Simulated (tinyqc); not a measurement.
Width of the inclusion: polytypes by hexagonality, and a cubic inclusion as a quantum well.

Gap: E3 + (E2 - E3) h. Valence top Ev2 h and polarisation P2 h, both counted from 3C; Ec = Ev + gap.

A cubic inclusion of width L = N d in the host (h = 1) is a well of depth V = Ec(host) - Ec(3C). Square well with mass mismatch: k tan(k L/2) = (m_w/m_b) q, k = sqrt(m_w E/c), q = sqrt(m_b (V - E)/c), c = hbar^2/2m0, lowest root. The depth of the level, V - E, is its binding, and the transition to the valence top of the host is gap(host) - (V - E). The step in polarisation gives a field |F| = |P|/(eps eps0) in a thin inclusion, eps0 = 8.8541878e-12 F/m.

Constants: hbar^2/2m0 = 3.80998211 eV angstrom^2.

Inputs chosen for the exercise (of the order of those of InAs; shifted at random, so the results belong to these values and not to a real crystal): E3 = 0.416 eV (gap of the cubic polytype); E2 = 0.457 eV (gap of 2H); Ev2 = 0.053 eV (valence top of 2H above that of 3C); P2 = 0.0019 C/m^2 (spontaneous polarisation of 2H); m = (0.026, 0.025) m0 (electron mass along c in the cubic layer and in the host); d = 3.508 angstrom (thickness of a double layer); eps = 14.9 (dielectric constant).

Without the field: square well. With it, the potential inside is |F| (z - L/2), the host conduction edge lies at V - |F| L/2 on one side and V + |F| L/2 on the other, and the lowest level E_F is found by finite differences (step 0.25 angstrom, wide box, good to about 1 meV). Holes sit in the host on the high side, so the transition is gap(host) - V + E_F - |F| L/2. A dash: bound by less than 2 meV or not at all.

Results:

| N | L (angstrom) | depth (eV) | transition (eV) | depth below the low side, with field (eV) | transition with field (eV) |
|---|---|---|---|---|---|
| 2 | 7.02 | 0.001 | 0.456 | - | - |
| 4 | 14.03 | 0.003 | 0.454 | - | - |
| 6 | 21.05 | 0.006 | 0.451 | - | - |
| 10 | 35.08 | 0.014 | 0.443 | - | - |
| 15 | 52.62 | 0.026 | 0.431 | 0.002 | 0.379 |
| 20 | 70.16 | 0.037 | 0.420 | 0.004 | 0.352 |
| 30 | 105.24 | 0.054 | 0.403 | 0.006 | 0.299 |

What can be read from this table?

The square well binds a level even at N = 2 (1 meV), as any symmetric one-dimensional well does; the depth grows to 54 of 94 meV, and the transition tends to E3 - Ev(host) = 0.363 eV. With the field the level is bound by 2 meV or more for N = 15, 20 and 30, and the transition is lowered by 52 meV at N = 15 and 104 meV at N = 30, where |F| L/2 = 76 meV. Free carriers or surface charge screen the field and the step between the two sides; with the field removed every row returns to its square-well depth, and the attraction to the hole, left out here, binds the electron further.

tinyqc: `OMP_NUM_THREADS=1 python tinyqc.py 1880480 1880481 out.jsonl`; about 0.1 s, one thread, shared Intel(R) Xeon(R) Processor @ 2.30GHz.
